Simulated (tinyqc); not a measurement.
Vertical double-diffused power MOSFET, components of the on-resistance: two steps of the calculation.

Stripe cells of pitch Wp + a, two channels a cell. Current flows through the channels, spreads in the accumulation layer, passes the gap between the p bodies and spreads at 45 degrees into the drift layer below them. Low drain voltage, full ionisation.

Inputs (values chosen for the exercise); bulk values close to those of 4H silicon carbide:

| symbol | value | unit | meaning |
|---|---|---|---|
| T | 300 | K | temperature |
| eps_r | 9.72 |  | relative permittivity |
| Kc | 23000 | V/cm per (cm^-3)^(1/8) | critical-field constant |
| BV | 1700 | V | rated breakdown voltage of the drift layer |
| mud | 831 | cm^2/(V s) | drift mobility at 300 K |
| bt | 2.1 |  | temperature exponent of the drift mobility |
| tox | 79 | nm | gate oxide thickness (eps_r 3.9) |
| Vov | 14 | V | gate overdrive |
| mch | 55 | cm^2/(V s) | channel mobility |
| mac | 130 | cm^2/(V s) | accumulation-layer mobility |
| Lc | 1.2 | um | channel length |
| Wp | 7 | um | width of the p body in one cell, channels included |
| a | 1.4 | um | gap between neighbouring p bodies |
| xp | 0.8 | um | depth of the p body |
| Nj | 5 |  | doping of the gap over the drift doping |
| Vbi | 2.95 | V | built-in voltage of the body junction |
| Rs | 0.32 | mohm cm^2 | substrate and contact resistance |

Constants: q = 1.602176634e-19 C, eps0 = 8.8541878128e-14 F/cm where lengths are in cm. Results are converted to the units shown.

Task 1. Drift layer. Triangular field at breakdown with Ec = Kc N^(1/8): BV = eps0 eps_r Ec^2/(2 q N), so N = (eps0 eps_r Kc^2/(2 q BV))^(4/3); W = 2 BV/Ec; mu = mud (T/300 K)^(-bt); rho = 1/(q mu N); ideal resistance rho W.

Give: N; Ec; W; mu; rho; ideal resistance.

Result 1.

N = 7.8724e15 cm^-3
Ec = 2.2322 MV/cm
W = 15.231 um
mu = 831.00 cm^2/(V s)
rho = 0.95407 ohm cm
ideal resistance = 1.4532 mohm cm^2

Task 2. Components of the on-resistance. Pitch p = Wp + a, Cox = 3.9 eps0/tox; zero-bias depletion in the gap w0 = sqrt(2 eps0 eps_r Vbi/(q N Nj)), open gap g = a - 2 w0; R_ch = Lc p/(2 mch Cox Vov); R_acc = 0.6 a p/(4 mac Cox Vov), 0.6 being an empirical factor for current leaving the layer along its length; R_gap = (rho/Nj) xp p/g; spreading depth t = min(W, (p - g)/2); R_drift = (rho p/2) ln((g + 2 t)/g) + rho (W - t); R_on = the sum with Rs.

N = 7.8724240e15 cm^-3
W = 15.231319 um
mu = 831 cm^2/(V s)
rho = 0.95406971 ohm cm

Find: w0; g; components; R_on; shares.

Result 2.

w0 = 0.28375 um
g = 0.83250 um
components (mohm cm^2): channel 1.4975, accumulation 0.22174, gap 0.15403, drift 2.0184, substrate 0.32000
R_on = 4.2117 mohm cm^2
shares (%): channel 35.555, accumulation 5.265, gap 3.657, drift 47.925, substrate 7.598

The drift term is the largest. R_on is 2.90 times the ideal drift resistance, and spreading raises the drift term to 1.39 times it.

Program tinyqc, `OMP_NUM_THREADS=1 python tinyqc.py 2230067 2230068 out.jsonl`; Intel Xeon 2.30GHz, shared host, one thread, about 0.01 s.
